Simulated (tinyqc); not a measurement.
# Off-state leakage of single and stacked transistors: two studies

n-channel devices of unit width. Subthreshold current I(Vg, Vs, Vd) = I0 (T/300 K)^0.5 exp[(Vg - Vs - VT(T) - gb (Vs - Vb) + dd (Vd - Vs))/(nf Vt)] (1 - exp(-(Vd - Vs)/Vt)), VT(T) = VT - cT (T - 300 K). Gate-edge tunnelling Ig (Vd/1 V) exp(ag (Vd - 1 V)), for a gate at 0 V, and band-to-band leakage Ab u exp(-Bb/u), u = Vd - Vb + 1 V, flow at a drain held at V; both are taken as independent of T. In a stack of off transistors (all gates at 0 V) the same subthreshold current passes through each.

Inputs (values chosen for the exercise); values of the order met in bulk silicon logic transistors:
- T = 300 K (temperature)
- V = 0.9 V (supply voltage)
- VT = 0.45 V (threshold at 300 K, zero drain and body bias)
- cT = 0.8 mV/K (fall of the threshold with temperature)
- I0 = 0.29 uA/um (current at threshold at 300 K)
- nf = 1.55 (slope factor)
- dd = 0.15 (drain-induced lowering per volt)
- gb = 0.21 (rise of the threshold per volt of source-body bias)
- Ig = 2e-5 uA/um (gate-edge tunnelling current at 1 V)
- ag = 5 1/V (exponential slope of the gate current)
- Ab = 100 uA/(um V) (prefactor of band-to-band leakage at the drain)
- Bb = 27 V (its exponential voltage)
- Vb = 0 V (body voltage)

Constants: q = 1.602176634e-19 C, kB = 1.380649e-23 J/K, Vt = kB T/q. Results are converted to the units shown.

Each table varies one quantity; the others keep the values above.

## Subthreshold current against the height of the stack

All n gates at 0 V, bottom source at 0 V, top drain at V; node voltages follow from equal currents.

Result of one run:

| n | I (nA/um) | reduction factor | drain voltage of the bottom device (mV) | source voltage of the top device (mV) | voltage across the top device (V) |
|---|---|---|---|---|---|
| 2 | 0.005229 | 21.38 | 90.23 | 90.23 | 0.8098 |

What becomes of these results when the number of transistors in series n is changed from 2 to 1, all else the same?

Result of the changed run:

| n | I (nA/um) | reduction factor | drain voltage of the bottom device (mV) | source voltage of the top device (mV) | voltage across the top device (V) |
|---|---|---|---|---|---|
| 1 | 0.1118 | 1.000 | 900.0 | 0 | 0.9000 |

The whole series:

| n | I (nA/um) | reduction factor | drain voltage of the bottom device (mV) | source voltage of the top device (mV) | voltage across the top device (V) |
|---|---|---|---|---|---|
| 1 | 0.1118 | 1.000 | 900.0 | 0 | 0.9000 |
| 2 | 0.005229 | 21.38 | 90.23 | 90.23 | 0.8098 |
| 3 | 0.002525 | 44.26 | 23.72 | 111.7 | 0.7883 |
| 4 | 0.001665 | 67.14 | 13.69 | 123.9 | 0.7761 |
| 5 | 0.001242 | 89.98 | 9.646 | 132.6 | 0.7674 |
| 6 | 9.910e-4 | 112.8 | 7.454 | 139.2 | 0.7608 |

The second transistor cuts the current by a factor of 21.4, the third by a further 2.07 and the sixth by 1.25. The top device keeps 84.5 % of the supply at n = 6, while the drain voltage of the bottom one falls to 0.288 Vt.

## Leakage components against the body voltage

Same model as above.

One transistor with Vg = Vs = 0, Vd = V; stack factor I(one)/I(two in series).

The same in every row: gate edge (nA/um) = 0.01092; stack factor = 21.38.

Leakage components against the body voltage:

| Vb (V) | subthreshold (nA/um) | band-to-band (nA/um) | total (nA/um) | largest part |
|---|---|---|---|---|
| 0.2 | 0.3188 | 0.02152 | 0.3513 | subthreshold |
| 0 | 0.1118 | 0.1280 | 0.2507 | band-to-band |
| -0.2 | 0.03919 | 0.5476 | 0.5977 | band-to-band |
| -0.4 | 0.01374 | 1.834 | 1.859 | band-to-band |
| -0.6 | 0.004817 | 5.100 | 5.116 | band-to-band |
| -0.8 | 0.001689 | 12.26 | 12.27 | band-to-band |
| -1 | 5.920e-4 | 26.24 | 26.25 | band-to-band |
| -1.2 | 2.075e-4 | 51.14 | 51.16 | band-to-band |
| -1.4 | 7.276e-5 | 92.30 | 92.31 | band-to-band |

What does the table show?

As Vb goes from 0.2 to -1.4, the total leakage goes from 0.351 through a minimum of 0.251 (at Vb = 0 among the rows listed) to 92.3 nA/um. The subthreshold part leads at Vb = 0.2, the band-to-band part from 0 on. The exact minimum lies at Vb = 0.0451 V: reverse body bias lowers the subthreshold part by a decade every nf Vt ln 10/gb = 0.439 V but raises the band-to-band part. The reduction by a stack of two stays at 21.4, for the subthreshold part alone. For Vb = 0.2 the body is forward biased; the junction current, left out, is still small at this voltage.

Numbers from tinyqc (`OMP_NUM_THREADS=1 python tinyqc.py 2242021 2242022 out.jsonl`; about 0.03 s on one thread of a shared Intel Xeon 2.30GHz).
